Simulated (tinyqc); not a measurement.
Changing the temperature T: strain, valley repopulation and piezoresistance in a many-valley conduction band. Computed by tinyqc, a small Python program. Command: `OMP_NUM_THREADS=1 python tinyqc.py 3019195 3019196 out.jsonl valleys sweep`. One thread of a shared host (Intel(R) Xeon(R) Processor @ 2.30GHz), about 0.05 s of CPU time with the checks.

Valleys are ellipsoids with mass m_l along the axis a and m_t across it, parabolic, with one constant relaxation time; strain shifts the valleys and leaves the masses alone. Currents are taken along [100], along the load, and along [010], across the load.

Inputs (values chosen for the exercise, modelled on silicon):
```
quantity                               value    unit
longitudinal mass m_l                   0.93     m_0
transverse mass m_t                    0.193     m_0
shear deformation potential Xi_u        9.47      eV
dilation deformation potential Xi_d      1.1      eV
C11                                      165     GPa
C12                                     64.3     GPa
C44                                     78.9     GPa
stress X (tension positive)               97     MPa
electron density n                   7.7e+15  1/cm^3
relaxation time tau                      280      fs
```

Valley axes: <100> (6 valleys in 3 pairs). Load: uniaxial [100].

Constants: k_B = 8.617333262e-05 eV/K; m_0 = 9.1093837015e-31 kg; k_B = 1.380649e-23 J/K; hbar = 1.054571817e-34 J s; e = 1.602176634e-19 C.

Method:
- Compliances S11 = (C11 + C12)/((C11 - C12)(C11 + 2 C12)), S12 = -C12/((C11 - C12)(C11 + 2 C12)), S44 = 1/C44; stress sigma_ij = X n_i n_j for the unit vector n of the load; e_xx = S11 sigma_xx + S12 (sigma_yy + sigma_zz), e_xy = S44 sigma_xy/2 (tensor strain).
- Herring-Vogt shift of a valley with unit axis a: dE = Xi_d tr(e) + Xi_u a.e.a.
- Each of the 6 valleys holds n_v = N_v (2/sqrt(pi)) F_1/2((E_F - dE_v)/(k_B T)), N_v = 2 (m_d k_B T/(2 pi hbar^2))^(3/2), m_d = (m_l m_t^2)^(1/3); E_F solves sum n_v = n and is counted from the unstrained edge.
- F_j(eta) = int_0^infinity x^j/(1 + exp(x - eta)) dx, without a gamma-function factor. It is evaluated after integrating by parts.
- Integrals over x = E/(k_B T) use 160 Gauss-Legendre points in u = sqrt(x) from 0 to sqrt(max(eta, 0) + 32).
- Mobility tensor mu = e tau sum_v (n_v/n) [1/m_t + (1/m_l - 1/m_t) a a^T]; unstrained mu_0 = e tau (1/m_l + 2/m_t)/3; resistivity along d from the inverse tensor, rho_d = d.mu^-1.d/(n e), mobility along d = 1/(d.mu^-1.d); gauge pi_d = (rho_d/rho_0 - 1)/X.
- With eta_0 the reduced Fermi level without strain, r = F_-1/2(eta_0)/(2 F_1/2(eta_0)) (1 for a classical gas) and c = r (Xi_u/k_B T) (m_l - m_t)/(2 m_l + m_t): pi11 = -(2/3) c (S11 - S12), pi12 = -pi11/2, pi44 = 0, with S11 - S12 = 1/(C11 - C12).

One run for each value; columns: (1) temperature T (K); (2) pi11 (1e-11/Pa); (3) degeneracy factor r; (4) resistance change along the first direction (%); (5) resistance change along the second direction (%):
```
(1)     (2)     (3)     (4)    (5)
50   -521.6  0.9986  -22.94  17.49
71   -367.5  0.9992  -20.00  14.28
100  -261.0  0.9995  -16.65  11.09
150  -174.1  0.9997  -12.72   7.86
210  -124.3  0.9998   -9.84   5.77
290   -90.1  0.9999   -7.54   4.25
420   -62.2  0.9999   -5.45   2.97
600   -43.5  1.0000   -3.93   2.09
```

Over the rows, pi11 (1e-11/Pa) rises from -522 to -43.5 (exponent d ln y / d ln x about -1.00 throughout); degeneracy factor r rises from 0.99857 to 0.99997; resistance change along the first direction (%) rises from -22.9 to -3.93 (exponent d ln y / d ln x -0.39 between the first rows and -0.91 between the last). The exponent of pi11 stays at -1: the 1/T law of a classical gas. Repopulation depends on the splitting over k_B T (over E_F when r is small).
